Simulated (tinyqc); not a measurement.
Pair-potential crystal by lattice sums: one step, computed by the program tinyqc.

Energy per atom E = (1/2) sum over neighbours of phi(r); d is the nearest-neighbour distance.

Question. Energy and virial pressure. E = (1/2) sum count x phi; P = -(1/(6 Omega)) sum count x r phi', Omega = 0.707107 d^3.

Inputs (values chosen for the exercise, for model atoms): pair minimum r0 = 2.81 angstrom; trial neighbour distance d/r0 = 0.936.

Potential: Morse. Structure: hcp.

Shells:
```
shell  count  r (angstrom)     phi (eV)  phi' (eV/angstrom)  phi'' (eV/angstrom^2)
1         12      2.630160  -0.02215449          -0.1793123               1.723945
2          6      3.719608  -0.00608698           0.0152686              -0.036178
3          2      4.295033  -0.00138617           0.0036171              -0.009332
4         18      4.555571  -0.00070081           0.0018396              -0.004796
5         12      5.036373  -0.00019744           0.0005221              -0.001372
6          6      5.260320  -0.00010907           0.0002897              -0.000763
7         12      5.881217  -0.00002059           0.0000562              -0.000149
8         12      6.261033  -0.00000715           0.0000204              -0.000055
9          6      6.442550  -0.00000422           0.0000125              -0.000034
10         6      6.619091  -0.00000246           0.0000077              -0.000021
11        12      6.791044  -0.00000141           0.0000048              -0.000014
12        24      6.958749  -0.00000078           0.0000029              -0.000009
13         6      7.122507  -0.00000041           0.0000017              -0.000006
14        12      7.592618  -0.00000002           0.0000002              -0.000002
```

Constants: 1 eV/angstrom^3 = 160.2176634 GPa.

Give: energy at the trial distance; pressure at the trial distance.

Answer.

energy at the trial distance = -0.1606 eV/atom

pressure at the trial distance = 10.56 GPa

The pressure is positive, so the lattice wants to expand.
